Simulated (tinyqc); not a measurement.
Inside a calculation. Model: tunnelling through a two-layer gate stack, WKB transmission and Tsu-Esaki current.

Numbers from tinyqc (`OMP_NUM_THREADS=1 python tinyqc.py 2540035 2540036 out.jsonl`; about 0.03 s on one thread of a shared Intel Xeon 2.30GHz). Printed values are rounded.

Electrons leave the emitter at x = 0. Energies E (motion across the layers) are in eV from the emitter Fermi level; the collector Fermi level lies at -V and offers states at every E. No charge in the dielectric and no image force: F1 = V/(t1 + t2 eps1/eps2), F2 = F1 eps1/eps2; U = phi1 - F1 x in layer 1 and phi2 - F1 t1 - F2 (x - t1) in layer 2. With C = hbar^2/(2 m0), kappa = sqrt(m (U - E)/C) where U > E and 0 elsewhere; T(E) = exp(-S), S = 2 times the integral of kappa over x.

Values chosen for this exercise; layer 1 close to silicon dioxide, layer 2 close to hafnium oxide: temperature T = 300 K; Fermi energy of the emitter above its band bottom Ef = 0.08 eV; emitter mass in the supply function me = 1 m0; barrier of layer 1 above the emitter Fermi level at zero bias phi1 = 3.08 eV; tunnelling mass of layer 1 m1 = 0.52 m0; thickness of layer 1 t1 = 0.5 nm; relative permittivity of layer 1 eps1 = 3.84; barrier of layer 2 at zero bias phi2 = 1.44 eV; tunnelling mass of layer 2 m2 = 0.2 m0; thickness of layer 2 t2 = 1.3 nm; relative permittivity of layer 2 eps2 = 23.1; voltage across the dielectric V = 0.7 V; energy of the electron followed E = 0 eV; cells in each layer nc = 6; lower end of the energy grid Ea = -0.08 eV; upper end of the energy grid Eb = 0.26 eV; points of the energy grid nE = 9.

Constants: q = 1.602176634e-19 C, kB = 1.380649e-23 J/K, hbar = 1.054571817e-34 J s, m0 = 9.1093837015e-31 kg, Vt = kB T/q, hbar^2/(2 m0) = 0.0380998212 eV nm^2. Results are converted to the units shown.

Range of the model: A layer thinner than 0.8 nm holds only a few atomic planes, where an effective mass is a rough description.

## Fields and band edges

F1 = V/(t1 + t2 eps1/eps2), F2 = F1 eps1/eps2; U = phi1 - F1 x in layer 1 and phi2 - F1 t1 - F2 (x - t1) in layer 2. EOT = 3.9 (t1/eps1 + t2/eps2).

F1 = 9.77512 MV/cm
F2 = 1.62495 MV/cm
U at the end of layer 1 = 2.59124 eV
U at the start of layer 2 = 0.951244 eV
U at the end of layer 2 = 0.74 eV
EOT = 0.727293 nm

## WKB exponent by the midpoint rule

Cut each layer into nc equal cells, take U and kappa at the cell centres, and sum S = 2 sum kappa h.

```
cell   x (nm)   U (eV)  kappa (1/nm)
0     0.04167  3.03927       6.44058
1     0.12500  2.95781       6.35368
2     0.20833  2.87635       6.26558
3     0.29167  2.79489       6.17622
4     0.37500  2.71343       6.08555
5     0.45833  2.63197       5.99351
6     0.60833  0.93364       2.21383
7     0.82500  0.89843       2.17168
8     1.04167  0.86323       2.12871
9     1.25833  0.82802       2.08484
10    1.47500  0.79281       2.04004
11    1.69167  0.75760       1.99423
```

S = 11.6936
T(E) = 8.34685e-6

## WKB exponent in closed form

Each layer adds (2/F) sqrt(m/C) [G(u at its left edge) - G(u at its right edge)] to S, with u = U - E (0 where negative) and G(u) = (2/3) u^1.5. The slope follows from 1/d = -dS/dE.

S = 11.6935
T(E) = 8.34814e-6
energy d over which T(E) grows by a factor e = 0.23024 eV

The midpoint rule gives S = 11.694, so its T(E) is 0.015 % below this value. The band edge stays above E through the whole stack: direct tunnelling through a trapezoid.

## Current density on a coarse energy grid

J = J0 times the integral of T(E) N(E) dE, N = ln[(1 + exp(-E/Vt))/(1 + exp((-E - V)/Vt))], J0 = q^2 me m0 kB T/(2 pi^2 hbar^3) (times 1e-4 for A/cm^2 per eV), by Simpson's rule on nE equally spaced points from Ea to Eb.

```
point     E (eV)        T(E)           N      T(E) N
0      -0.080000  5.93636e-6     3.13884  1.86333e-5
1      -0.037500  7.10380e-6     1.66118  1.18007e-5
2       0.005000  8.53164e-6    0.601111  5.12847e-6
3       0.047500  1.02863e-5    0.147759  1.51990e-6
4       0.090000  1.24538e-5   0.0303019  3.77373e-7
5       0.132500  1.51462e-5  0.00592666  8.97666e-8
6       0.175000  1.85115e-5  0.00114784  2.12482e-8
7       0.217500  2.27462e-5  2.21877e-4  5.04687e-9
8       0.260000  2.81153e-5  4.28729e-5  1.20539e-9
```

J0 = 4.18366e8 A/(cm^2 eV)
J = 494.004 A/cm^2

The integrand peaks at E = -0.0800 eV among these points. A converged quadrature from -Ef to above the barrier gives 493.6 A/cm^2; this grid is 0.091 % above that.
